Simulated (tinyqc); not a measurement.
Inside a calculation. Model: formation energy of a charged point defect from supercell energies. Computed by tinyqc, a small Python program that keeps every step. Command: `OMP_NUM_THREADS=1 python tinyqc.py 3012011 3012012 out.jsonl formation walk`. One thread of a shared host (Intel(R) Xeon(R) Processor @ 2.30GHz), about 0.01 s of CPU time with the checks. Intermediate numbers are printed to about 7 digits and carried at full precision; extremes and crossings named in words are read from the listed rows.

The host is a compound AB. Making the defect adds n_A = -1, n_B = 0 atoms to the cell. All total energies are inputs. E_F is counted from the valence-band maximum (VBM); x = 0 is A-rich and x = 1 B-rich growth.

Inputs (values chosen for the exercise, with gap and screening modelled on 4H-SiC):

| quantity | value | unit |
|---|---|---|
| gap E_g | 3.18 | eV |
| E_VBM of the host cell | 6.666 | eV |
| potential alignment dV | -0.0043 | eV |
| dielectric constant eps | 9.49 | - |
| cell length L | 13.8 | angstrom |
| mu_A of the pure element | -4.385 | eV |
| formation enthalpy dH of AB | -0.855 | eV |
| growth condition x | 0.84 | - |
| Fermi level E_F | 0.693 | eV |
| temperature T | 1200 | K |
| site density N_s | 3e+22 | cm^-3 |

Defect: vacancy of A. Supercell lattice: fcc.

charge states q: 0  -1  -2

E(defect, q) - E(host), in the order of q (eV): 6.94  14.838  21.523

Constants: e^2/(4 pi eps_0) = 14.39964548 eV angstrom; k_B = 8.617333262e-05 eV/K.

## Chemical potentials

dmu_A = x dH and dmu_B = (1 - x) dH, so that dmu_A + dmu_B = dH; mu = mu(element) + dmu. The reservoir term is sum n_i mu_i.

dmu_A = -0.7182 eV

dmu_B = -0.1368 eV

sum n_i mu_i = 5.1032 eV

## Image-charge corrections

Image-charge correction of a point charge in a neutralising background: E_corr = q^2 alpha e^2/(4 pi eps_0) / (2 eps L), alpha = 2.888282 for a fcc array with L the cube root of the volume.

E_corr (eV): (q=0) 0.0000000, (q=-1) 0.1587874, (q=-2) 0.6351497

## Formation energies at E_F = 0

E_f(q, E_F) = [E(defect, q) - E(host)] - sum n_i mu_i + q (E_VBM + dV + E_F) + E_corr(q).

E_f(q, 0) (eV): (q=0) 1.836800, (q=-1) 3.231887, (q=-2) 3.731550

## Transition levels and the lower envelope

eps(q/q') = [E_f(q', 0) - E_f(q, 0)]/(q - q'). U of state q is eps(q/q-1) - eps(q+1/q). The stable state at each E_F is the lowest line E_f(q, 0) + q E_F.

One-electron levels above the VBM (eV):

| level | energy | U of the state between this level and the next |
|---|---|---|
| (0/-1) | 1.395087 | -0.8954252 |
| (-1/-2) | 0.499662 | - |

Stable states:

| q | from E_F (eV) | to E_F (eV) |
|---|---|---|
| 0 | 0.0000000 | 0.947375 |
| -2 | 0.9473748 | 3.180000 |

Stable in the gap, from the VBM up: 0, -2. State -1 is never the lowest: its U is negative, so two such centres gain by exchanging an electron.

## The first and the last level

eps(q/q-1) = E_f(q - 1, 0) - E_f(q, 0).

level (0/-1) = 1.395087 eV

level (-1/-2) = 0.4996623 eV

Caution: the one-electron levels are out of order (negative U): at least one middle charge state is skipped, and the transition past it moves two or more electrons at once.

## Concentrations at the given E_F and T

E_f(q, E_F) = E_f(q, 0) + q E_F. c_q = N_s exp(-E_f(q, E_F)/k_B T), with all degeneracy factors one and no vibrational entropy.

Charge states:

| q | E_f (eV) | c_q (cm^-3) | share |
|---|---|---|---|
| 0 | 1.836800 | 5.792963e+14 | 9.916445e-01 |
| -1 | 2.538887 | 6.520237e+11 | 1.116140e-03 |
| -2 | 2.345550 | 4.229082e+12 | 7.239379e-03 |

lowest formation energy = 1.8368 eV

total concentration = 5.841774e+14 cm^-3

mean charge = -0.01559490 e

State 0 holds 99.2 % of the defects.

## Fermi level and growth conditions

Each entry is the lowest E_f over q.

Lowest formation energy (eV):

| E_F (eV) | stable q | A-rich, x = 0 | x = 0.5 | B-rich, x = 1 |
|---|---|---|---|---|
| 0.000 | 0 | 2.555000 | 2.127500 | 1.700000 |
| 0.398 | 0 | 2.555000 | 2.127500 | 1.700000 |
| 0.795 | 0 | 2.555000 | 2.127500 | 1.700000 |
| 1.193 | -2 | 2.063750 | 1.636250 | 1.208750 |
| 1.590 | -2 | 1.269750 | 0.842250 | 0.414750 |
| 1.988 | -2 | 0.473750 | 0.046250 | -0.381250 |
| 2.385 | -2 | -0.320250 | -0.747750 | -1.175250 |
| 2.782 | -2 | -1.114250 | -1.541750 | -1.969250 |
| 3.180 | -2 | -1.910250 | -2.337750 | -2.765250 |

Going from A-rich to B-rich growth shifts every line by -0.855 eV and moves no transition level. The slope of the envelope is the stable charge, so E_f is highest in the rows from E_F = 0 to 0.795 eV, where the neutral state is stable: the defect forms most easily in n-type material. Under A-rich growth E_f turns negative for part of the gap, so in equilibrium E_F cannot enter that part. Under B-rich growth E_f turns negative for part of the gap, so in equilibrium E_F cannot enter that part.

## What the corrections do to the levels

Levels eps(q/q-1) with the terms q dV and E_corr left out or kept.

Levels above the VBM (eV):

| level | raw | with alignment | with image charge | with both |
|---|---|---|---|---|
| (0/-1) | 1.232000 | 1.236300 | 1.390787 | 1.395087 |
| (-1/-2) | 0.019000 | 0.023300 | 0.495362 | 0.499662 |

Alignment moves every level by -dV = +0.004 eV. The image term moves eps(q/q-1) by (1 - 2q) E_corr(1): (0/-1) by +0.159, (-1/-2) by +0.476 eV, donor levels down and acceptor levels up. It adds 2 E_corr(1) = 0.318 eV to every U.

Checks made by the program: envelope against a direct minimum on a grid (relative difference below 1e-10).
